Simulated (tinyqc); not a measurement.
Anneal temperature at a frozen profile: sheet resistance of a shallow doped layer with concentration-dependent mobility and limited activation. Computed by tinyqc, a small Python program. Command: `OMP_NUM_THREADS=1 python tinyqc.py 3030681 3030682 out.jsonl irvin sweep`. One thread of a shared host (Intel(R) Xeon(R) Processor @ 2.30GHz), about 0.02 s of CPU time with the checks.

A layer of one dopant lies in a background of the opposite type. Current flows parallel to the surface down to the junction; depletion is ignored.

Inputs (values chosen for the exercise, modelled on antimony in silicon):
```
quantity                          value        unit
surface concentration C_s       2.7e+20      1/cm^3
length l                             51          nm
tail abruptness                     4.6   nm/decade
background C_B                  1.3e+18      1/cm^3
mobility floor mu_min              58.4  cm^2/(V s)
mobility mu_max                    1410  cm^2/(V s)
reference density N_r          8.76e+16      1/cm^3
exponent alpha                    0.682           -
prefactor of the active limit   3.9e+21      1/cm^3
energy of the active limit        0.552          eV
```

Profile: box with exponential tail.

Constants: k_B = 8.617333262e-05 eV/K; e = 1.602176634e-19 C.

Method:
- C(x) = C_s for x < l and C_s 10^(-(x - l)/abruptness) beyond.
- Temperatures in kelvin are T(C) + 273.15.
- Active limit C_a = prefactor x exp(-energy/(k_B T)); the junction lies where C = C_B, and the profile exceeds C_a down to x_a (zero if C_s is below C_a). Slope at the junction in nm per decade = ln(10) C/|dC/dx|.
- Active density N = min(C, C_a); carriers n = N - C_B; mobility mu = mu_min + (mu_max - mu_min)/(1 + ((N + C_B)/N_r)^alpha).
- Integrals from 0 to x_j, where C = C_B (Gauss-Legendre, 60 points on each smooth piece; 1 nm = 1e-7 cm): dose int C dx, carriers int n dx, mean mobility int n mu dx/int n dx, R_s = 1/(e int n mu dx).

One run for each value:
```
anneal temperature T (C)  sheet resistance R_s (ohm/square)  carriers per dopant atom  active limit C_a (1/cm^3)
800                                                  1147.9                   0.03574                 9.9709e+18
900                                                   748.1                   0.06211                 1.6585e+19
950                                                   622.4                   0.07845                 2.0732e+19
1000                                                  525.4                   0.09695                 2.5466e+19
1050                                                  449.1                   0.11764                 3.0799e+19
1100                                                  387.9                   0.14053                 3.6736e+19
1150                                                  338.3                   0.16560                 4.3279e+19
```

Give the missing row, anneal temperature T (C) = 850.

Computed row:
```
anneal temperature T (C)  sheet resistance R_s (ohm/square)  carriers per dopant atom  active limit C_a (1/cm^3)
850                                                   915.8                   0.04790                 1.3006e+19
```

Interpolating between the two neighbouring rows (linearly) misses most in sheet resistance R_s (ohm/square), by 3.5 %. Over the rows, sheet resistance R_s (ohm/square) falls from 1150 to 338; carriers per dopant atom rises from 0.0357 to 0.166; active limit C_a (1/cm^3) rises from 9.97e18 to 4.33e19. A hotter anneal raises the active limit, which stays below C_s in every row. Left out: 650, 700 (the active limit is under five times the background).
